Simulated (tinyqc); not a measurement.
CISD on RHF in the sto-3g basis, for Li+, spin multiplicity 1, step by step. One step of it, computed by the program tinyqc.

Problem. Integrals over molecular orbitals. (pq|rs) = sum C_ip C_jq C_kr C_ls (ij|kl), one index at a time.

coefficients C:
```
              MO1        MO2       MO3       MO4       MO5
1Li 1s   0.992493  -0.276937  0.000000  0.000000  0.000000
1Li 2s   0.029439   1.029985  0.000000  0.000000  0.000000
1Li 2px  0.000000   0.000000  1.000000  0.000000  0.000000
1Li 2py  0.000000   0.000000  0.000000  1.000000  0.000000
1Li 2pz  0.000000   0.000000  0.000000  0.000000  1.000000
```

core Hamiltonian H = T + V (hartree):
```
            1Li 1s     1Li 2s    1Li 2px    1Li 2py    1Li 2pz
1Li 1s   -4.406095  -0.984581   0.000000   0.000000   0.000000
1Li 2s   -0.984581  -1.104759   0.000000   0.000000   0.000000
1Li 2px   0.000000   0.000000  -0.877579   0.000000   0.000000
1Li 2py   0.000000   0.000000   0.000000  -0.877579   0.000000
1Li 2pz   0.000000   0.000000   0.000000   0.000000  -0.877579
```

Two-electron integrals (ij|kl) in chemists' order, unique and non-zero (hartree):
```
(11|11) 1.680395   (21|11) 0.265420   (21|21) 0.049941   (22|11) 0.397727
(22|21) 0.092860   (22|22) 0.290562   (31|31) 0.008981   (32|31) 0.013788
(32|32) 0.064184   (33|11) 0.396640   (33|21) 0.092880   (33|22) 0.290497
(33|33) 0.312946   (41|41) 0.008981   (42|41) 0.013788   (42|42) 0.064184
(43|43) 0.016869   (44|11) 0.396640   (44|21) 0.092880   (44|22) 0.290497
(44|33) 0.279207   (44|44) 0.312946   (51|51) 0.008981   (52|51) 0.013788
(52|52) 0.064184   (53|53) 0.016869   (54|54) 0.016869   (55|11) 0.396640
(55|21) 0.092880   (55|22) 0.290497   (55|33) 0.279207   (55|44) 0.279207
(55|55) 0.312946
```

Give: one-electron integrals over orbitals h = C^T H C; Two-electron integrals over orbitals.

Solution.

one-electron integrals over orbitals h = C^T H C (hartree):
```
        1       2       3       4       5
1  -4.399   0.179   0.000   0.000   0.000
2   0.179  -0.948   0.000   0.000   0.000
3   0.000   0.000  -0.878   0.000   0.000
4   0.000   0.000   0.000  -0.878   0.000
5   0.000   0.000   0.000   0.000  -0.878
```

Two-electron integrals over orbitals (pq|rs), unique and non-zero (hartree):
```
(11|11) 1.662    (21|11) -0.179   (21|21) 0.030    (22|11) 0.399
(22|21) -0.009   (22|22) 0.282    (31|31) 0.010    (32|31) 0.013
(32|32) 0.061    (33|11) 0.396    (33|21) -0.006   (33|22) 0.286
(33|33) 0.313    (41|41) 0.010    (42|41) 0.013    (42|42) 0.061
(43|43) 0.017    (44|11) 0.396    (44|21) -0.006   (44|22) 0.286
(44|33) 0.279    (44|44) 0.313    (51|51) 0.010    (52|51) 0.013
(52|52) 0.061    (53|53) 0.017    (54|54) 0.017    (55|11) 0.396
(55|21) -0.006   (55|22) 0.286    (55|33) 0.279    (55|44) 0.279
(55|55) 0.313
```
